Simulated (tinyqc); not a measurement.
Frenkel-Kontorova chain: a misfit dislocation (kink) in a monolayer on a periodic substrate: one step, computed by the program tinyqc.

E = sum_j [(k/2)(x_(j+1) - x_j - b)^2 + (W/2)(1 - cos(2 pi x_j/a))], x_j = a (j + u_j). A kink takes u from 0 to 1: the chain is stretched by one period and has one atom fewer than wells.

Problem. Start between two atoms. Discrete chain at f = 0, ends held at u = 0 and 1: E = (k a^2/2) sum (u_(j+1) - u_j)^2 + (W/2) sum (1 - cos 2 pi u_j), gradient g_j = k a^2 (2 u_j - u_(j-1) - u_(j+1)) + pi W sin(2 pi u_j), Hessian 2 k a^2 + 2 pi^2 W cos(2 pi u_j) on the diagonal and -k a^2 beside it. Free atoms j = -n..n-1 start from the continuum shape centred half-way, at j + 1/2.

Inputs (values chosen for the exercise, for a model overlayer):

| quantity | value | unit |
|---|---|---|
| spring constant k | 3.56 | eV/angstrom^2 |
| substrate period a | 3.89 | angstrom |
| corrugation W | 3.18 | eV |
| atoms on each side n | 10 | - |

kink width l0 = 2.910356

Give: u at the start; E at the start; gradient.

Solution.

u at the start: 0.0000  0.0001  0.0002  0.0006  0.0017  0.0049  0.0146  0.0428  0.1245  0.3360  0.6640  0.8755  0.9572  0.9854  0.9951  0.9983  0.9994  0.9998  0.9999  1.0000

E at the start = 11.59 eV

gradient (eV): 0.000  0.000  -0.001  -0.004  -0.011  -0.031  -0.090  -0.228  0.049  2.290  -2.290  -0.049  0.228  0.090  0.031  0.011  0.004  0.001  0.000  0.000

Caution: a corrugation above 1 eV is larger than real overlayers usually show; it is chosen to keep the kink narrow. Caution: for l0 below about 3 the kink spans few atoms, and the continuum kink energy is off by about 2 per cent or more.
